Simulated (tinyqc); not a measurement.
Input admittance of a MOSFET at zero drain bias: distributed channel and distributed gate: two steps of the calculation.

Source and drain grounded, strong inversion, w = 2 pi f, Cox = eps0 eox/tox. The channel is an RC line of resistance 1/(mu Cox Vo) per square fed from both ends, so one finger has the intrinsic admittance y = i w Cox L tanh(g)/g per width, g = (1/2) sqrt(i w tau), tau = L^2/(mu Vo). The vertical resistance rv/L is in series with y, the overlaps 2 i w Cov in parallel: y_t = 1/(1/y + rv/L) + 2 i w Cov. The gate strip is a line of Rsh/L per length loaded by y_t, so a finger has Y = y_t Wf tanh(k)/k, k = (Wf/sd) sqrt(y_t Rsh/L); the device has Nf Y.

Values chosen for this exercise; values of the order met in silicon radio-frequency transistors:
```
symbol,value,unit,meaning
eox,3.9,,relative permittivity of the gate insulator (close to silicon dioxide)
tox,3.7,nm,insulator thickness
L,1.1,um,channel length
Wf,9.4,um,finger width
Nf,4,,number of fingers
mu,190,cm^2/(V s),channel mobility
Vo,0.6,V,gate overdrive
Rsh,20,ohm/square,sheet resistance of the gate
rv,0,ohm um^2,vertical resistivity of the gate stack
sd,2,,number of ends at which a finger is contacted
Cov,0.22,fF/um,overlap and fringe capacitance on each side
f,7.9,GHz,frequency
```

Constants: eps0 = 8.8541878128e-14 F/cm where lengths are in cm. Results are converted to the units shown.

Task 1. Admittance of the channel and stack per width. tau, g, c = Cox L, y and y_t as defined.

Give: tau; g; c; y; y_t.

Result 1.

tau = 106.1 ps
g = 0.8115+0.8115i
c = 10.27 fF/um
y = 174.8+417.8i uS/um
y_t = 174.8+439.7i uS/um

w tau = 5.27, and Im y is 0.820 of w c.

Task 2. Input impedance of the device. k and Y as defined; Z = 1/(Nf Y) = R + 1/(i w C); Q = |Im Z|/R; signal at the point farthest from a contact |1/cosh k|.

y_t = 174.82041+439.65061i uS/um

Find: k; Nf Y; R; C; Q; signal at the far point.

Result 2.

k = 0.36072+0.24476i
Nf Y = 7.315+15.727i mS
R = 24.313 ohm
C = 385.39 fF
Q = 2.1501
signal at the far point = 0.96353

Computed by the program tinyqc: `OMP_NUM_THREADS=1 python tinyqc.py 2262187 2262188 out.jsonl`, one thread of a shared Intel Xeon 2.30GHz, about 0.01 s for the whole run.
